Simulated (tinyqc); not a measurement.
What each input does: propagation of a band-gap error through k.p and effective-mass formulas.

Chain, for a gap E (the reference Eg or another value), with Ep and Dso kept: 1/me = 1 + Ep (E + 2 Dso/3)/(E (E + Dso)); g* = 2 - 2 Ep Dso/(3 E (E + Dso)); g1(E) = g1 + (Ep/3)(1/E - 1/Eg), g2(E) = g2 + (Ep/6)(1/E - 1/Eg), light hole 1/(g1 + 2 g2), heavy hole 1/(g1 - 2 g2) along [100]; optical constant ei(E) = 1 + (ei - 1)(EP/(EP + E - Eg))^2, static e0(E) = ei(E) + e0 - ei.

Donor: R = Ry me/e0^2, a_B = a0 e0/me, Mott density (0.26/a_B)^3. Nc, Nv = 2 (m kT/(4 pi c))^(3/2), c = hbar^2/2m0, ni = sqrt(Nc Nv) exp(-E/2kT). Exciton: Ry mu/e0^2 with 1/mu = 1/me + g1(E). 1 angstrom^-3 = 1e24 cm^-3.

Constants: Ry = 13.60569312 eV; a0 (Bohr radius) = 0.5291772105 angstrom; kB = 8.617333262e-05 eV/K; hbar^2/2m0 = 3.80998211 eV angstrom^2.

Inputs chosen for the exercise (reference values near those of InAs, gap at low temperature; not measured data):
```
symbol  value  unit  meaning
Eg      0.416  eV    gap at Gamma to the s-like level
Dso     0.395  eV    spin-orbit splitting
Ep      21.5   eV    Kane energy
g1      20.06        Luttinger gamma1
g2      8.53         gamma2
e0      15.31        static dielectric constant
ei      12.06        optical dielectric constant
EP      4.48   eV    mean (Penn) gap
mh      0.37   m0    density-of-states mass of the holes
T       300    K     temperature
Eg2     0.944  eV    a wrong gap, of the size a hybrid with far too much exact exchange can give
```

All at E = Eg2.

Results for these values:
```
case  me (m0)  light hole (m0)     e0  donor (meV)  exciton (meV)  log10 ni
base   0.0464           0.0560  13.10        3.681          2.480    10.147
```

What happens to each result for mh = 0.34 m0, all else kept?

Answer: me does not change at the printed digits; light hole does not change at the printed digits; e0 does not change at the printed digits; donor does not change at the printed digits; exciton does not change at the printed digits; log10 ni falls from 10.147 to 10.119.

The same for each parameter in turn:
```
case            me (m0)  light hole (m0)     e0  donor (meV)  exciton (meV)  log10 ni
base             0.0464           0.0560  13.10        3.681          2.480    10.147
Eg2 = 0.868 eV   0.0431           0.0521  13.38        3.280          2.219    10.761
Dso = 0.427 eV   0.0467           0.0560  13.10        3.702          2.490    10.148
Ep = 23.22 eV    0.0431           0.0613  13.10        3.420          2.414    10.123
g1 = 18.455      0.0464           0.0616  13.10        3.681          2.612    10.147
EP = 4.122 eV    0.0464           0.0560  12.94        3.772          2.542    10.147
ei = 13.025      0.0464           0.0560  12.91        3.792          2.555    10.147
mh = 0.34 m0     0.0464           0.0560  13.10        3.681          2.480    10.119
T = 324 K        0.0464           0.0560  13.10        3.681          2.480    10.784
```

tinyqc: `OMP_NUM_THREADS=1 python tinyqc.py 1850649 1850650 out.jsonl`; about 0.01 s, one thread, shared Intel(R) Xeon(R) Processor @ 2.30GHz.
